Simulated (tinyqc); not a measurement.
Worked calculation: coherent transport through a tight-binding region between two chains. One step of it, computed by the program tinyqc.

Task: Transmission at E = -0.13 eV. Surface Green function g = (E - i sqrt(4 t^2 - E^2)) / (2 t^2); self-energy tc^2 g on each contact site; G = (E - H - Sigma)^(-1); Gamma = -2 Im Sigma; T = Gamma_L Gamma_R |G_LR|^2; local density of states -Im G_ii / pi.

H of the central region (eV):
$$\begin{pmatrix}
0.000000 & -0.460000 & 0.000000 & 0.000000 & 0.000000 \\
-0.460000 & 1.270000 & -1.440000 & 0.000000 & 0.000000 \\
0.000000 & -1.440000 & 1.270000 & -1.910000 & 0.000000 \\
0.000000 & 0.000000 & -1.910000 & 1.270000 & -2.000000 \\
0.000000 & 0.000000 & 0.000000 & -2.000000 & 0.000000
\end{pmatrix}$$

Leads: semi-infinite chains with site energy 0:
```
parameter                           value
lead hopping t (eV)              1.250000
coupling to the left lead (eV)   0.270000
coupling to the right lead (eV)  1.370000
left contact site                       1
right contact site                      5
```

E = -0.130000 eV

Give: g; G; local density of states; transmission.

Result:

g = -0.0416-0.7989i 1/eV

G (1/eV):
$$\begin{pmatrix}
-1.2810-4.3359i & 1.2714-1.0346i & 1.6453+0.3792i & 0.2474+1.0580i & -1.3980+0.3784i \\
1.2714-1.0346i & 0.2199-0.4465i & 0.5021-0.1036i & 0.2022+0.2607i & -0.3380+0.2815i \\
1.6453+0.3792i & 0.5021-0.1036i & -0.0374-0.2219i & 0.1176-0.0845i & 0.1180+0.1528i \\
0.2474+1.0580i & 0.2022+0.2607i & 0.1176-0.0845i & -0.0663-0.2585i & 0.3413-0.1002i \\
-1.3980+0.3784i & -0.3380+0.2815i & 0.1180+0.1528i & 0.3413-0.1002i & 0.1262-0.2160i
\end{pmatrix}$$

local density of states (1/eV): [1.3802, 0.1421, 0.0706, 0.0823, 0.0688]

transmission = 0.7328
